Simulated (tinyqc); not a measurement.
Raising the sheet density: inversion layer as a triangular well, valleys of the Si type.

Six ellipsoidal valleys with their long axes along the cube axes, mass ml along the axis and mt across it. For a valley whose axis makes the angle theta with the surface normal, 1/m_z = cos^2(theta)/ml + sin^2(theta)/mt sets the confinement; in the plane the masses are m_1 = mt and m_2 = ml mt/m_z, and m_d = sqrt(m_1 m_2).

The field is taken as constant, e F = 4 pi (e^2/4 pi eps0)(Nd + eta Ns)/eps, with 1e12/cm^2 = 1e-4/angstrom^2, and the oxide as a hard wall at z = 0; c = hbar^2/2m0.

Level j of a valley lies at E_j = a_j (c (e F)^2/m_z)^(1/3) above the band edge at the surface, with the Airy zeros a_j = 2.338107, 4.087949, 5.520560, 6.786708, 7.944134, 9.022651, 10.040174, 11.008524, 11.936016, 12.828777, and has <z> = 2 E_j/(3 e F).

Subband i holds n_i = g m_d/(2 pi c) kB T ln(1 + exp((EF - E_i)/kB T)) (spin included), and EF is fixed by sum n_i = Ns over the levels listed or, where none are listed, over j = 0 to 9 of each group; 1e12/cm^2 = 1e-4/angstrom^2.

Constants: hbar^2/2m0 = 3.80998211 eV angstrom^2; e^2/(4 pi eps0) = 14.39964547 eV angstrom; kB = 8.617333262e-05 eV/K.

Values chosen for the exercise (near those of Si; not measured data):

| symbol | value | unit | meaning |
|---|---|---|---|
| ml | 0.906 | m0 | longitudinal mass |
| mt | 0.188 | m0 | transverse mass |
| eps | 11.7 |  | dielectric constant |
| Nd | 1.5 | x 1e12/cm^2 | depletion charge |
| eta | 0.75 |  | share of Ns in the effective field |
| face | 110 |  | surface |
| T | 400 | K | temperature |
| Nss | (0.5, 1, 2, 4, 7, 10, 14) | x 1e12/cm^2 | sheet densities |

Valleys (masses in m0):

| valleys g | cos^2(theta) | m_z | m_1 | m_2 | m_d |
|---|---|---|---|---|---|
| 4 | 0.50000 | 0.31139 | 0.18800 | 0.54700 | 0.32068 |
| 2 | 0.00000 | 0.18800 | 0.18800 | 0.90600 | 0.41271 |

The field, the ladders and EF anew for each Ns.

Results:

| Ns (1e12/cm^2) | F (MV/cm) | lowest E (eV) | next - lowest (meV) | EF - lowest (meV) | share of lowest (%) | <z> (angstrom) |
|---|---|---|---|---|---|---|
| 0.5 | 0.290 | 0.1096 | 20.1 | -138.0 | 66.9 | 28.4 |
| 1.0 | 0.348 | 0.1237 | 22.7 | -112.2 | 69.9 | 26.1 |
| 4.0 | 0.696 | 0.1964 | 36.0 | -57.6 | 79.6 | 19.7 |
| 7.0 | 1.044 | 0.2574 | 47.1 | -33.8 | 84.1 | 17.0 |
| 10.0 | 1.392 | 0.3118 | 57.1 | -17.5 | 87.0 | 15.3 |
| 14.0 | 1.856 | 0.3777 | 69.2 | -1.0 | 89.5 | 13.8 |

Give the missing row, Ns (1e12/cm^2) = 2.0.

Computed row:
```
Ns (1e12/cm^2)  F (MV/cm)  lowest E (eV)  next - lowest (meV)  EF - lowest (meV)  share of lowest (%)  <z> (angstrom)
2.0                 0.464         0.1499                 27.5              -85.5                 74.3            23.1
```

Levels scale as F^(2/3): the field grows by 6.40 and the lowest level by 3.45. The layer thins from 28.4 to 13.8 angstrom. EF stays below the lowest edge throughout. The share of the lowest subband rises throughout: the spacing grows faster than the band fills.

Program tinyqc; command `OMP_NUM_THREADS=1 python tinyqc.py 1251702 1251703 out.jsonl`; about 0.04 s on one thread of a shared Intel(R) Xeon(R) Processor @ 2.30GHz.
